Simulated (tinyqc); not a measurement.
Biaxially strained (001) channel, valley splitting in an inversion layer: one step of the calculation.

A thin layer grown on a relaxed buffer is stretched in the plane. The two valleys with their long axis along the growth direction (D2) sink against the four in-plane ones (D4); confinement in a triangular well splits them too. Only the lowest subband of each set is kept; one relaxation time, so the weakening of intervalley scattering is left out.

Task. Strain, stress and splitting. e_par = b1 x, e_perp = -2 (c12/c11) e_par, splitting D = Xu (e_par - e_perp), in-plane stress (c11 + c12 - 2 c12^2/c11) e_par.

Parameters, values chosen for the exercise; values close to those of silicon on relaxed silicon-germanium: germanium share of the relaxed buffer x = 0.2; lattice mismatch per unit x b1 = 0.0418; elastic constant c11 = 170 GPa; elastic constant c12 = 63.3 GPa; shear deformation potential Xu = 8.86 eV.

Find: e_par; e_perp; D; stress.

Result.

e_par = 0.8360 %
e_perp = -0.6226 %
D = 129.2 meV
stress = 1.556 GPa

Numbers from tinyqc (`OMP_NUM_THREADS=1 python tinyqc.py 2530132 2530133 out.jsonl`; about 0.01 s on one thread of a shared Intel Xeon 2.30GHz).
